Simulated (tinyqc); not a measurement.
Comparisons within one model: two-band k.p model of the Delta valleys near the X point under shear strain. A value that a table varies takes the place of the one given here.

Valley pair on the [001] axis, kz counted from the X point, c = hbar^2/2m0, k0 = kx0 2 pi/a. H = (c kz^2/ml + c (kx^2 + ky^2)/mt + c k0^2/ml) 1 + (2 c k0 kz/ml) sigma_z + (D exy - 2 c kx ky/Mp) sigma_x, so E = c kz^2/ml + c (kx^2 + ky^2)/mt + c k0^2/ml -/+ sqrt((2 c k0 kz/ml)^2 + (D exy - 2 c kx ky/Mp)^2). Without strain the lower band has its minima, E = 0, at kz = +/- k0. Shifts from diagonal strain are left out.

For |eta| < 1: k_min = k0 sqrt(1 - eta^2), E_min = -Delta eta^2/2, ml(eta) = ml/(1 - eta^2), 1/m[110] = 1/mt + eta/Mp, 1/m[1-10] = 1/mt - eta/Mp. For |eta| > 1 the minimum sits at X: E_min = -Delta (2 |eta| - 1)/2, ml(eta) = ml/(1 - 1/|eta|), and eta is replaced by its sign in the transverse masses. Here Delta = 2 c k0^2/ml and eta = D exy/Delta.

s11 = (C11 + C12)/((C11 - C12)(C11 + 2 C12)), s12 = -C12/((C11 - C12)(C11 + 2 C12)), s44 = 1/C44; exx = s11 sxx + s12 (syy + szz) and cyclic, exy = s44 sxy/2; tension is positive. A uniaxial stress X along the unit vector n is s_ij = X n_i n_j.

Constants: hbar^2/2m0 = 3.80998211 eV angstrom^2; kB = 8.617333262e-05 eV/K.

Inputs chosen for the exercise (near those of Si; the results hold for these values, not for the real material): a = 5.428 angstrom (lattice constant); ml = 0.919 m0 (longitudinal mass); mt = 0.197 m0 (transverse mass); kx0 = 0.153 2 pi/a (distance of the minimum from X); D = 13.7 eV (shear deformation potential); Mp = 0.242 m0 (coupling mass); C11 = 164 GPa; C12 = 65.1 GPa; C44 = 79.9 GPa; Xu = 9.24 eV (uniaxial potential); T = 300 K (temperature); exy = -0.0068 (shear strain).

## Sweep of the shear strain

Delta = 2 c k0^2/ml, eta = D exy/Delta.

The minimum:

| exy | eta | k_min/k0 | E_min (meV) | ml(eta) | m[110] | m[1-10] | density-of-states mass |
|---|---|---|---|---|---|---|---|
| 0.0000 | 0.000 | 1.000 | 0.0 | 0.919 | 0.1970 | 0.1970 | 0.329 |
| 0.0019 | 0.100 | 0.995 | -1.3 | 0.928 | 0.1822 | 0.2145 | 0.331 |
| 0.0047 | 0.248 | 0.969 | -8.0 | 0.979 | 0.1640 | 0.2467 | 0.341 |
| 0.0095 | 0.500 | 0.866 | -32.6 | 1.226 | 0.1400 | 0.3324 | 0.385 |
| 0.0142 | 0.748 | 0.664 | -72.8 | 2.086 | 0.1224 | 0.5037 | 0.505 |
| 0.0171 | 0.901 | 0.434 | -105.5 | 4.873 | 0.1137 | 0.7386 | 0.742 |
| 0.0228 | 1.201 | 0.000 | -182.3 | 5.490 | 0.1086 | 1.0594 | 0.858 |
| 0.0304 | 1.601 | 0.000 | -286.4 | 2.447 | 0.1086 | 1.0594 | 0.655 |

The valleys reach X at eta = 1, that is exy = 0.0190. The shift is quadratic up to eta = 1 (-8.0 meV at eta = 0.25, -32.6 meV at 0.50) and linear beyond, while 1/m[110] rises linearly, taking m[110] from 0.197 to its floor 0.1086, a gain of 81 % in 1/m. ml(eta) diverges at eta = 1; the largest value listed is 5.49. A deformation-potential model with fixed masses misses all of this.

## Tension along [110]: repopulation and mass change

The z valleys move against the x and y valleys by Xu (ezz - exx) and, through the shear, by E_min. Share of the z valleys n = w/(w + 2 exp(dE/kT)), dE the total relative shift, w = sqrt(ml(eta) m[110] m[1-10]/(ml mt^2)). Along [110]: 1/m_c = n/m[110] + (1 - n)(1/ml + 1/mt)/2. Fixed masses means E_min = 0, w = 1, m[110] = mt. Gains are against 3/(1/ml + 2/mt) at a fixed scattering time.

Results:

| X (GPa) | Xu (ezz - exx) (meV) | E_min (meV) | m[110] | m_c fixed masses | m_c with shear | gain fixed (%) | gain with shear (%) |
|---|---|---|---|---|---|---|---|
| 0.00 | 0.0 | 0.0 | 0.1970 | 0.2669 | 0.2669 | 0.0 | 0.0 |
| 0.25 | -11.7 | -0.2 | 0.1906 | 0.2526 | 0.2475 | 5.7 | 7.8 |
| 0.50 | -23.4 | -0.9 | 0.1846 | 0.2390 | 0.2275 | 11.7 | 17.3 |
| 1.00 | -46.7 | -3.5 | 0.1737 | 0.2182 | 0.1933 | 22.3 | 38.0 |
| 1.50 | -70.1 | -7.9 | 0.1640 | 0.2065 | 0.1712 | 29.2 | 55.9 |
| 2.00 | -93.4 | -14.1 | 0.1553 | 0.2010 | 0.1576 | 32.8 | 69.4 |
| 3.00 | -140.1 | -31.8 | 0.1405 | 0.1977 | 0.1406 | 35.0 | 89.8 |

At 1 GPa repopulation alone gives 22.3 % and the shear terms raise it to 38.0 %. From 2 to 3 GPa the fixed-mass gain grows by 2.3 points, towards its ceiling of 35.5 % when all electrons sit in the z valleys, whereas the gain with shear grows by 20.4 points because m[110] keeps falling.

## What each parameter does

Delta = 2 c k0^2/ml, eta = D exy/Delta. Each row changes one parameter from the base and keeps the others.

Results:

| case | eta | E_min (meV) | ml(eta) (m0) | m[110] (m0) | m[1-10] (m0) |
|---|---|---|---|---|---|
| base | -0.3582 | -16.69 | 1.0543 | 0.2781 | 0.1525 |
| ml = 0.98333 m0 | -0.3833 | -17.85 | 1.1527 | 0.2863 | 0.1502 |
| mt = 0.21079 m0 | -0.3582 | -16.69 | 1.0543 | 0.3064 | 0.1607 |
| kx0 = 0.16371 2 pi/a | -0.3129 | -14.57 | 1.0187 | 0.2643 | 0.1570 |
| D = 14.659 eV | -0.3833 | -19.10 | 1.0772 | 0.2863 | 0.1502 |
| Mp = 0.22506 m0 | -0.3582 | -16.69 | 1.0543 | 0.2870 | 0.1500 |
| exy = -0.00632 | -0.3329 | -14.41 | 1.0336 | 0.2702 | 0.1550 |

The largest shifts from the base row, up to three for each result and ties (the steps differ in size, so this ranks the rows, not the parameters). eta: kx0 +0.0453, exy +0.0253, ml -0.0251, D -0.0251; unchanged at the printed digits by mt and Mp. E_min (meV): D -2.42, exy +2.27, kx0 +2.11; unchanged at the printed digits by mt and Mp. ml(eta) (m0): ml +0.0984, kx0 -0.0356, D +0.0230; unchanged at the printed digits by mt and Mp. m[110] (m0): mt +0.0283, kx0 -0.0138, Mp +0.0089. m[1-10] (m0): mt +0.0081, kx0 +0.0045, Mp -0.0025, exy +0.0025.

Run: tinyqc, `OMP_NUM_THREADS=1 python tinyqc.py 1080161 1080162 out.jsonl`; Intel(R) Xeon(R) Processor @ 2.30GHz, one thread, shared host; about 0.01 s of CPU time with all checks.
